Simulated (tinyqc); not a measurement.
Changing the C44: anisotropic elasticity and sound waves of a cubic crystal. Computed by tinyqc, a small Python program. Command: `OMP_NUM_THREADS=1 python tinyqc.py 3030993 3030994 out.jsonl cubicelastic sweep`. One thread of a shared host (Intel(R) Xeon(R) Processor @ 2.30GHz), about 0.01 s of CPU time with the checks.

Voigt order 1..6 = xx, yy, zz, yz, xz, xy, with engineering shear strains. The rotated frame has x' as named, z' along the wafer normal and y' = z' x x'.

Inputs (values chosen for the exercise, modelled on gallium arsenide):

| quantity | value | unit |
|---|---|---|
| C11 | 118.2 | GPa |
| C12 | 52.36 | GPa |
| expansion coefficient of the film | 5.6 | ppm/K |
| expansion coefficient of the substrate | 2.6 | ppm/K |
| cooling Delta T | 380 | K |

Frame: (110) wafer, x' along [1-11].

direction cosines a (rows x', y', z' in the cube axes):
```
            x           y           z
x'  0.5773503  -0.5773503   0.5773503
y'  0.4082483  -0.4082483  -0.8164966
z'  0.7071068   0.7071068   0.0000000
```

Method:
- S11 = (C11 + C12)/D, S12 = -C12/D, D = (C11 - C12)(C11 + 2 C12), S44 = 1/C44. Zener ratio A = 2 C44/(C11 - C12); S0 = S11 - S12 - S44/2; H = 2 C44 + C12 - C11.
- C'_ijkl = C12 delta_ij delta_kl + C44 (delta_ik delta_jl + delta_il delta_jk) - H sum_m a_im a_jm a_km a_lm.
- Invert C' to S'. E along x' = 1/S'11, along y' = 1/S'22; Poisson ratios nu(x'y') = -S'12/S'11 and nu(x'z') = -S'13/S'11; in-plane shear modulus 1/S'66.
- On cooling, a thick substrate imposes eps_1 = eps_2 = (alpha_film - alpha_substrate) Delta T and eps_6 = 0; the free surface sets sigma_3 = sigma_4 = sigma_5 = 0, which fixes eps_3, eps_4, eps_5. Biaxial modulus M = (sigma_1 + sigma_2)/(2 eps); energy density M eps^2. Elastic response and constant coefficients are assumed.

One run for each value:

| C44 (GPa) | Zener ratio A | E along x' (GPa) | E along y' (GPa) | biaxial modulus M (GPa) | nu(x'y') | nu(x'z') |
|---|---|---|---|---|---|---|
| 9.88 | 0.3001 | 28.38 | 34.09 | 73.28 | 0.43634 | 0.43634 |
| 13.80 | 0.4192 | 38.99 | 45.16 | 83.61 | 0.41255 | 0.41255 |
| 19.30 | 0.5863 | 53.29 | 58.89 | 96.79 | 0.38048 | 0.38048 |
| 27.00 | 0.8202 | 72.25 | 75.27 | 113.09 | 0.33795 | 0.33795 |
| 37.80 | 1.1482 | 96.96 | 93.98 | 132.51 | 0.28253 | 0.28253 |
| 52.90 | 1.6069 | 128.26 | 114.25 | 154.57 | 0.21231 | 0.21231 |
| 74.00 | 2.2479 | 166.67 | 135.04 | 178.39 | 0.12616 | 0.12616 |
| 104.00 | 3.1592 | 212.75 | 155.51 | 203.11 | 0.02282 | 0.02282 |
| 145.00 | 4.4046 | 263.56 | 173.89 | 226.48 | -0.09116 | -0.09116 |

Describe and explain the trends.

Over the rows, Zener ratio A rises from 0.300 to 4.40 (exponent d ln y / d ln x about 1.0 throughout); E along x' (GPa) rises from 28.4 to 264 (exponent d ln y / d ln x 0.95 between the first rows and 0.64 between the last); E along y' (GPa) rises from 34.1 to 174 (exponent d ln y / d ln x 0.84 between the first rows and 0.34 between the last); biaxial modulus M (GPa) rises from 73.3 to 226 (exponent d ln y / d ln x 0.39 between the first rows and 0.33 between the last). The crystal is isotropic at C44 = (C11 - C12)/2 = 32.9 GPa.

Caution (rows 74.0, 104, 145): the thermal stress of this film exceeds 200 MPa, which can relax by slip, cracking or buckling in a real film.
